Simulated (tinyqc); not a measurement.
Raising U: Hubbard chain of 4 sites, mean field against exact. Computed by the program tinyqc. Collinear unrestricted mean field (the lowest of 40 random starts) against exact diagonalisation.

one-body matrix (hopping and site energies) (eV):
```
         1        2        3        4
1   0.0000  -1.8900   0.0000   0.0000
2  -1.8900   0.0000  -1.8900   0.0000
3   0.0000  -1.8900   0.0000  -1.8900
4   0.0000   0.0000  -1.8900   0.0000
```

electrons, up and down: 2  2

Exact and mean-field results (eV):
```
U          U/t   E exact  E mean field  mean |n_up - n_down|  double occupancy, exact  first gap in the sector
0.940    0.497  -7.56086      -7.51234                 0.000                    0.224                    2.075
1.890    1.000  -6.75744      -6.56234                 0.000                    0.199                    1.850
3.780    2.000  -5.43553      -4.71940                 0.393                    0.152                    1.491
5.670    3.000  -4.43664      -3.48137                 0.697                    0.114                    1.223
7.560    4.000  -3.69144      -2.71087                 0.820                    0.085                    1.021
11.340   6.000  -2.70636      -1.85409                 0.918                    0.049                    0.751
15.120   8.000  -2.11146      -1.40251                 0.953                    0.031                    0.587
37.800  20.000  -0.88569      -0.56605                 0.993                    0.006                    0.247
```

Estimate the missing row, U = 22.68.

Computed row:
```
U          U/t   E exact  E mean field  mean |n_up - n_down|  double occupancy, exact  first gap in the sector
22.680  12.000  -1.45165      -0.94060                 0.979                    0.015                    0.404
```

In absolute terms mean field is worst at U/t = 4.0, 0.981 eV too high: at small U it is nearly exact, and at large U it misses only exchange-scale energies. Its local moments set in at U/t = 2.0 of those listed, a broken symmetry that the exact state of a finite cluster with equal spins does not have. Relative to the exact energy its error is 0.6 % at the smallest U, 36 % at most and 36 % at the largest. The double occupancy falls from 0.224 to 0.006; at the largest U the first gap is 0.65 times the exchange scale 4t^2/U.
